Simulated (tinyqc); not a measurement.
Domain walls in a thin film with perpendicular anisotropy: Bloch, Neel and chiral walls, motion and stripe domains: one step, computed by the program tinyqc.

One-dimensional wall: polar angle theta(x), azimuth phi of the moment in the wall (phi = 0 Neel, 90 degrees Bloch). mu_0 = 1.25663706212e-6 T m/A, gamma = 1.76085963023e11 rad/(s T).

Task: Width and energy of the Bloch wall. K_eff = K_u - mu_0 M_s^2/2; Delta = sqrt(A/K_eff); sigma_0 = 4 sqrt(A K_eff); profile theta = 2 arctan exp(x/Delta); quality factor Q = 2 K_u/(mu_0 M_s^2).

Inputs (values chosen for the exercise, for a model film): saturation magnetisation M_s = 755 kA/m; exchange stiffness A = 16 pJ/m; uniaxial anisotropy K_u = 596 kJ/m^3.

Give: K_eff; width parameter Delta; sigma_0; quality factor Q.

Result:

K_eff = 237.84 kJ/m^3

width parameter Delta = 8.2019 nm

sigma_0 = 7.8031 mJ/m^2

quality factor Q = 1.6641
